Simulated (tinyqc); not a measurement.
Changing the growth rate G: surface segregation during layer-by-layer epitaxy: two-layer exchange kinetics and the shape of quantum wells and delta layers. Computed by tinyqc, a small Python program. Command: `OMP_NUM_THREADS=1 python tinyqc.py 3029280 3029281 out.jsonl mbeseg sweep`. One thread of a shared host (Intel(R) Xeon(R) Processor @ 2.30GHz), about 0.02 s of CPU time with the checks.

Atoms A and B exchange only between the growing layer and the one below it. B is supplied for N layers, then pure A follows.

Inputs (values chosen for the exercise, close to those used for gallium in AlAs):
```
quantity                                   value      unit
barrier E1 for B to move up                 2.01        eV
segregation energy E_s                       0.1        eV
attempt frequency nu                          10       THz
share x0 of B in the flux during the well   0.46         -
layers in the well N                           6         -
layer thickness                             2.83  angstrom
temperature T                                480         C
```

Constants: k_B = 8.617333262e-05 eV/K.

Method:
- p1 = nu exp(-E1/(k_B T)) (B up, A down), p2 = nu exp(-(E1 + E_s)/(k_B T)) (B down); time per layer tau = 1/G; K = p1/p2.
- Temperatures in kelvin are T(C) + 273.15.
- Dilute equilibrium share passed up per layer R_eq = K/(1 + K).
- Each layer is deposited complete with B share x_dep and then exchanges for the time tau = 1/G with the layer below, whose share is b (total c = s + b fixed): ds/dt = p1 b (1 - s) - p2 s (1 - b), s(0) = x_dep. With the roots s1 < s2 of the right side, (s - s1)/(s - s2) = [(s(0) - s1)/(s(0) - s2)] exp(-(p1 - p2)(s2 - s1) tau). The lower layer is then buried with c - s, and s becomes the b of the next layer.
- In the dilute tail each layer passes up the share R = R_eq (1 - exp(-(p1 + p2) tau)); decay length = -layer thickness/ln R.
- Index 0 is the last layer of pure A below the well. Share of B outside the intended layers 1..N = 1 - (sum over 1..N)/(N x0).

One run for each value:
```
growth rate G (layers/s)  share passed up R  decay length (angstrom)  peak share (largest buried share)      p1 tau
0.003                               0.82358                   14.581                            0.45064  1.1824e+02
0.009                               0.82358                   14.581                            0.45064  3.9413e+01
0.03                                0.82358                   14.581                            0.45064  1.1824e+01
0.09                                0.81670                   13.977                            0.45108  3.9413e+00
0.3                                 0.62761                    6.075                            0.45717  1.1824e+00
0.9                                 0.31323                    2.438                            0.45988  3.9413e-01
3                                   0.11014                    1.283                            0.46000  1.1824e-01
9                                   0.03849                    0.869                            0.46000  3.9413e-02
30                                  0.01174                    0.637                            0.46000  1.1824e-02
```

Over the rows, share passed up R falls from 0.824 to 0.0117, flat over part of the range; decay length (angstrom) falls from 14.6 to 0.637, flat over part of the range; peak share (largest buried share) rises from 0.451 to 0.460, flat over part of the range. At the high end the exponent of share passed up R is -0.99, close to -1: kinetic regime: R is about p1 tau. At the low end the exponent of share passed up R is 0.00, close to 0: equilibrium regime. Faster growth buries B before it can move up.

Caution (rows 0.00300, 0.00900, 0.0300, 0.0900): the floating layer fills towards saturation, so the dilute decay length holds only far out in the tail. Caution (all rows): two-layer exchange with complete layers is a simplification that can understate segregation at low temperature; desorption, step-edge exchange and surfactants are left out. Caution (rows 0.900, 3.00, 9.00, 30.0): a decay length below one layer thickness is only formal.

Extremes, crossings and ranges named in words are read from the listed rows.
